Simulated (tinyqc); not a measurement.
Thickness from two neighbouring fringes.

Question. At normal incidence a transparent film with an index between those of air and substrate, taken as constant, has reflectance minima at 2 n1 d = (m + 1/2) lam (small phase shifts at the substrate neglected). Find d and the order m of the shorter wavelength.

Values chosen for this exercise:
- n1 = 2.386 (index of the transparent film)

wavelengths of two neighbouring reflectance minima (nm): 505  707

Answer. Neighbouring orders differ by one: 2 n1 d (1/lam1 - 1/lam2) = 1.

d = 370.4 nm
m = 3

tinyqc, about 0.2 s, one thread, Intel Xeon 2.30GHz (shared host): `OMP_NUM_THREADS=1 python tinyqc.py 2870175 2870176 out.jsonl`
